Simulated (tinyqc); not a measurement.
# Thin-film transistor with exponential tail and deep states, accumulation layer: what changes with what

An undoped film in accumulation, thicker than the space-charge layer. With band bending psi the Fermi level lies E0 - psi below the band edge. Free electrons n = n0 exp(psi/Vt) carry the current; electrons in two exponential distributions of traps, a = a0 exp(psi/Va) and d = d0 exp(psi/Vp), do not. Linear regime, ohmic contacts, traps in equilibrium.

Values chosen for this exercise; values close to those of amorphous silicon:
- T = 270 K (temperature)
- eps_r = 11.8 (relative permittivity of the semiconductor)
- Nc = 4.3e19 cm^-3 (density of extended states)
- mb = 9.3 cm^2/(V s) (band mobility)
- Nt = 9.8e19 cm^-3 (total density of tail states)
- Tt = 320 K (characteristic temperature of the tail)
- Nd = 7.4e17 cm^-3 (total density of deep states)
- Td = 980 K (characteristic temperature of the deep states)
- E0 = 0.65 eV (bulk Fermi level below the band edge)
- Ci = 60 nF/cm^2 (gate capacitance)
- WL = 5 (ratio W/L)
- Vd = 0.1 V (drain voltage)
- Vg = 6.2 V (gate voltage above flat band)

Constants: q = 1.602176634e-19 C, kB = 1.380649e-23 J/K, Vt = kB T/q, eps0 = 8.8541878128e-14 F/cm where lengths are in cm. Results are converted to the units shown.

Each table varies one quantity; the others keep the values above.

## Effect of the total density of deep states

Va = kB Tt/q, Vp = kB Td/q; n0 = Nc exp(-E0/Vt), a0 = Nt th(T/Tt) exp(-E0/Va), d0 = Nd th(T/Td) exp(-E0/Vp), th(x) = pi x/sin(pi x). G(psi) = sum over the three kinds of c0 [V (exp(psi/V) - 1) - psi], field F = sqrt(2 q G/(eps0 eps_r)); Vg = psi + eps0 eps_r F/Ci at the surface. Total charge Q = Ci (Vg - psi_s); free charge Qf = q times the integral of n0 (exp(psi/Vt) - 1)/F over psi from 0 to psi_s; I = (W/L) mb Qf Vd; effective mobility mb Qf/Q.

Effect of the total density of deep states:
```
Nd (cm^-3)  E0 - psi_s (eV)  Q (nC/cm^2)  free share (%)  effective mobility (cm^2/(V s))  I (nA)
7.4e16               0.1055        339.3           2.675                           0.2487   42.20
1.8e17               0.1057        339.3           2.614                           0.2431   41.25
4.3e17               0.1063        339.4           2.494                           0.2320   39.36
1e18                 0.1075        339.5           2.272                           0.2113   35.87
2.5e18               0.1109        339.7           1.835                           0.1706   28.98
6.1e18               0.1195        340.2           1.153                           0.1072   18.24
1.5e19               0.1428        341.6          0.3807                          0.03540   6.046
```

Read the table: what changes, and by how much?

As Nd goes from 7.4e16 to 1.5e19 cm^-3, the free share falls from 2.67 to 0.381 %, the distance of the Fermi level from the edge rises from 0.106 to 0.143 eV and the current falls from 42.2 to 6.05 nA. Q varies by only 0.66 %: the gate sets the charge, the traps decide how much of it moves. In every row T is close to Tt, where the factor th overstates the trapped charge. In every row the th form, which assumes a Fermi level far below the edge, overcounts the filled tail at the surface by more than 15 %.

## Transfer curve

Same model as above.

The last column is d ln I/d ln Vg.

Result of one run:
```
Vg (V)  E0 - psi_s (eV)  Q (nC/cm^2)  free share (%)  effective mobility (cm^2/(V s))  I (nA)  exponent
12              0.06748        685.0           3.286                           0.3056   104.7     1.493
```

What becomes of these results when the gate voltage above flat band Vg is changed from 12 to 2.9 V, all else the same?

Result of the changed run:
```
Vg (V)  E0 - psi_s (eV)  Q (nC/cm^2)  free share (%)  effective mobility (cm^2/(V s))  I (nA)  exponent
2.9              0.1574        144.4           1.383                           0.1286   9.286     2.097
```

The whole series:
```
Vg (V)  E0 - psi_s (eV)  Q (nC/cm^2)  free share (%)  effective mobility (cm^2/(V s))    I (nA)  exponent
0.25             0.4984        5.906        3.147e-4                         2.927e-5  8.644e-5     4.258
0.4              0.4271        10.63        0.001950                         1.814e-4  9.636e-4     5.976
0.66             0.3347        20.68         0.02655                         0.002469   0.02553     6.739
1.1              0.2500        42.00          0.2581                          0.02400    0.5041     4.592
1.8              0.1959        80.75          0.7842                          0.07293     2.945     2.819
2.9              0.1574        144.4           1.383                           0.1286     9.286     2.097
4.7              0.1245        250.5           2.003                           0.1863     23.33     1.759
7.6             0.09451        422.7           2.641                           0.2456     51.91     1.586
12              0.06748        685.0           3.286                           0.3056     104.7     1.493
```

The current rises from 8.64e-5 to 105 nA and the free share rises from 3.15e-4 to 3.29 %; the exponent goes from 4.26 through a maximum of 6.74 (at Vg = 0.66 V among the rows listed) to 1.49. If one kind of trap held all the charge, I would go as Q^(2 Tx/T - 1): 6.26 for the deep states, 1.37 for the tail and 1 for free electrons alone. In every row T is close to Tt, where the factor th overstates the trapped charge. For Vg = 1.1 to 12 V the th form, which assumes a Fermi level far below the edge, overcounts the filled tail at the surface by more than 15 %.

Numbers from tinyqc (`OMP_NUM_THREADS=1 python tinyqc.py 2610016 2610017 out.jsonl`; about 0.02 s on one thread of a shared Intel Xeon 2.30GHz).
